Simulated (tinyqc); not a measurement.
Valley splitting in a one-orbital chain of atomic planes (second-neighbour model): sweeps and comparisons. A value that a table varies takes the place of the one given here.

Each (001) plane carries one orbital with energy e0, hopping v to the next plane and u to the second: E(phi) = e0 + 2 v cos(phi) + 2 u cos(2 phi), where phi = pi - k a/4 (the sign of every second orbital is chosen so that v > 0, which shifts the phase by pi). The minimum lies at cos(phi0) = -v/(4u), phi0 = pi - (pi/2) k0 for a valley at k0 (2 pi/a), and e0 puts it at zero. A slab of N planes has hard walls: the matrix simply ends.

A well of Nw planes between barriers of 40 planes each (as of a SiGe alloy, taken as an offset alone). With x = j - 39.5 for plane j = 0, 1, ..., the potential is V0 (f(x) + f(Nw - x)) + F (j - 40) a/4, f(y) = 1/(1 + exp(y/L)), a step for L = 0; L is in planes, 4 L is about the distance over which f goes from 0.88 to 0.12, and 1 MV/m = 1e-4 V/angstrom.

Constants: hbar^2/2m0 = 3.80998211 eV angstrom^2.

Inputs chosen for the exercise (near those of the Delta valleys of silicon; abrupt walls in this chain split the valleys several times more than measured wells; not measured data):
- a = 5.424 angstrom (lattice constant; planes lie a/4 apart)
- ml = 0.978 m0 (longitudinal mass)
- N0 = 18 (first number of planes)
- Nf = 150 (planes in the thick slab)
- V0 = 0.18 eV (barrier height)
- F = 8 MV/m (field)
- Nw = 40 (planes in the well)
- k0 = 0.824 2 pi/a (position of the valley)

## Splitting against the number of planes

u = 0.572308 eV
v = 0.624850 eV
e0 = 1.315169 eV
phi0 = 1.847256 rad

Ten slabs from N0 on, of thickness (N - 1) a/4 between the outer planes. Effective mass: E1 = (c/ml)(pi/W)^2 with W = (N + 2) a/4: the amplitude vanishes on two missing planes at each end, and the envelope has its nodes N + 2 spacings apart. Large-N estimate of the splitting: 16 pi^2 u |sin(phi0) sin((N + 2) phi0)|/(N + 2)^3.

Doublet (meV):

| N | thickness (angstrom) | mean level | effective mass | splitting | estimate |
|---|---|---|---|---|---|
| 18 | 23.05 | 51.89 | 52.28 | 6.720 | 7.440 |
| 19 | 24.41 | 47.27 | 47.42 | 8.494 | 8.338 |
| 20 | 25.76 | 42.84 | 43.20 | 1.092 | 1.631 |
| 21 | 27.12 | 39.45 | 39.53 | 7.003 | 7.126 |
| 22 | 28.48 | 36.08 | 36.30 | 2.473 | 2.168 |
| 23 | 29.83 | 33.33 | 33.46 | 4.259 | 4.502 |
| 24 | 31.19 | 30.85 | 30.93 | 4.010 | 3.890 |
| 25 | 32.54 | 28.53 | 28.68 | 1.444 | 1.678 |
| 26 | 33.90 | 26.64 | 26.67 | 3.925 | 3.935 |
| 27 | 35.26 | 24.75 | 24.86 | 0.742 | 0.580 |

What can be read from the table?

The mean level falls smoothly, from 51.9 to 24.7 meV, within 0.9 % of the effective-mass value. The splitting swings between 0.742 (N = 27) and 8.494 meV (N = 19): one plane more or less changes the phase between the two walls by phi0 = 1.847 rad. The estimate misses the computed values by at most 0.719 meV.

## Splitting against the electric field

A thick slab in a field F: plane j = 0, 1, ... gains the energy F j a/4 (1 MV/m = 1e-4 V/angstrom), which presses the electron against the first wall. The exponent is the slope of ln(splitting) against ln F between 20 and 50 MV/m.

Doublet:

| F (MV/m) | mean level (meV) | splitting (meV) | splitting/F (meV per MV/m) |
|---|---|---|---|
| 1 | 7.72 | 0.1410 | 0.1410 |
| 2 | 12.17 | 0.2820 | 0.1410 |
| 5 | 22.14 | 0.7052 | 0.1410 |
| 10 | 34.70 | 1.4109 | 0.1411 |
| 20 | 54.20 | 2.8234 | 0.1412 |
| 30 | 70.19 | 4.2372 | 0.1412 |
| 50 | 96.95 | 7.0681 | 0.1414 |

exponent = 1.00

How do the results move?

The splitting goes from 0.1410 to 7.0681 meV. At high field it grows as F^1.00: at a single hard wall it follows the squared slope of the envelope, which is proportional to F, while the level itself grows about as F^(2/3) (here F^0.63). A hard wall is the sharpest interface possible; real Si interfaces split several times less.

## Sharp and graded interfaces

The lowest doublet for several interface widths L.

Doublet:

| L (planes) | 4 L (angstrom) | mean level (meV) | splitting (micro-eV) |
|---|---|---|---|
| 0.00 | 0.00 | 27.56 | 1286.16 |
| 0.25 | 1.36 | 27.70 | 680.06 |
| 0.50 | 2.71 | 27.92 | 128.99 |
| 0.75 | 4.07 | 28.22 | 23.14 |
| 1.00 | 5.42 | 28.60 | 4.43 |
| 1.50 | 8.14 | 29.59 | 0.15 |
| 2.00 | 10.85 | 30.88 | 0.00 |

What can be read from the table?

The mean level moves by +3.3 meV over the table, while the splitting falls from 1286.2 micro-eV at a step to 4.43 at L = 1 plane, a factor 291. Coupling the valleys needs the Fourier component of the potential at twice the valley wave vector, a period of a few planes, and grading removes it. Random alloy disorder, left out here, sets the splitting once this part is gone.

## What each parameter does

Step interfaces (L = 0). u, v, e0 follow from 8 u sin^2(phi0) = (2c/ml)/(a/4)^2, v = -4u cos(phi0), e0 = 2u + v^2/(4u), c = hbar^2/2m0. Each row changes one parameter from the base and keeps the others.

Results:

| case | mean level (meV) | splitting (micro-eV) |
|---|---|---|
| base | 27.56 | 1286.2 |
| k0 = 0.834 2 pi/a | 27.56 | 1265.0 |
| ml = 1.076 m0 | 26.64 | 1255.5 |
| V0 = 0.27 eV | 28.37 | 1320.6 |
| F = 16 MV/m | 41.09 | 2284.3 |
| Nw = 41 | 27.48 | 1163.3 |

What can be read from the table?

The largest shifts from the base row, up to three for each result and ties (the steps differ in size, so this ranks the rows, not the parameters). mean level (meV): F +13.53, ml -0.92, V0 +0.81; unchanged at the printed digits by k0. splitting (micro-eV): F +998.1, Nw -122.9, V0 +34.4.

Program tinyqc; command `OMP_NUM_THREADS=1 python tinyqc.py 1450901 1450902 out.jsonl`; about 0.01 s on one thread of a shared Intel(R) Xeon(R) Processor @ 2.30GHz.
